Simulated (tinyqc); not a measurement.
Millisecond and nanosecond annealing: surface heating, thermal budget and solid-phase regrowth: one step, computed by the program tinyqc.

A square pulse heats the surface of a thick wafer with constant thermal properties; losses by radiation are neglected and silicon melts at 1414 C.

Problem. Temperature in depth and time. Absorbed flux q = (1 - R) fluence/t_p; kappa = k/c. With f(z, t) = (2 q/k) sqrt(kappa t) ierfc(z/(2 sqrt(kappa t))), ierfc(x) = exp(-x^2)/sqrt(pi) - x erfc(x): T = T0 + f(z, t) during the pulse and T0 + f(z, t) - f(z, t - t_p) after it.

Inputs (values chosen for the exercise, modelled on hot silicon with boron):

| quantity | value | unit |
|---|---|---|
| incident fluence | 9.02 | J/cm^2 |
| pulse length t_p | 6.5e-05 | s |
| reflectance R | 0.56 | - |
| thermal conductivity k | 0.3 | W/(cm K) |
| heat capacity per volume c | 2.39 | J/(cm^3 K) |
| preheat temperature T0 | 400 | C |

Source: scanned laser.

thermal length sqrt(kappa t_p) = 28.56396 um

Give: Temperature (C).

Solution.

Temperature (C):

| t/t_p | surface | z = 0.5 thermal lengths | z = 1 | z = 2 |
|---|---|---|---|---|
| 0.10 | 607.4 | 434.43 | 402.29 | 400.00 |
| 0.25 | 728.0 | 516.06 | 429.22 | 400.57 |
| 0.50 | 863.9 | 629.98 | 496.87 | 409.87 |
| 0.75 | 968.1 | 724.12 | 566.26 | 430.61 |
| 1.00 | 1056.0 | 805.89 | 632.13 | 458.43 |
| 1.10 | 880.6 | 801.63 | 655.06 | 470.78 |
| 1.50 | 739.6 | 716.01 | 655.50 | 514.02 |
| 2.00 | 671.7 | 659.98 | 627.84 | 535.31 |
| 4.00 | 575.8 | 572.63 | 563.54 | 531.74 |
| 10.00 | 506.5 | 505.75 | 503.68 | 495.80 |

One tenth of a pulse length after the end the surface has lost 175 C: cooling starts as sqrt(t - t_p), much faster than heating ends.
